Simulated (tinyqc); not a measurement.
# Doping and voltage from widths and field

Inverse problem. In the depletion approximation an abrupt p-n junction has a triangular field: peak E = q Nd xn/(eps0 eps_r) = q Na xp/(eps0 eps_r), W = xn + xp, and Vbi - V = E W/2. Find Nd, Na and Vbi - V.

Values chosen for this exercise: relative permittivity eps_r = 11.8.

Constants: q = 1.602176634e-19 C, eps0 = 8.8541878128e-14 F/cm where lengths are in cm. Results are converted to the units shown.

W = 216.26677 nm
peak field = 449.32135 kV/cm
xn = 20.929042 nm

Solution. Gauss's law on each side gives its doping from the peak field and its width; the voltage is the area of the triangle.

Nd = 1.40e18 cm^-3
Na = 1.50e17 cm^-3
Vbi - V = 4.86 V

Program tinyqc, `OMP_NUM_THREADS=1 python tinyqc.py 2000163 2000164 out.jsonl`; Intel Xeon 2.30GHz, shared host, one thread, about 0.02 s.
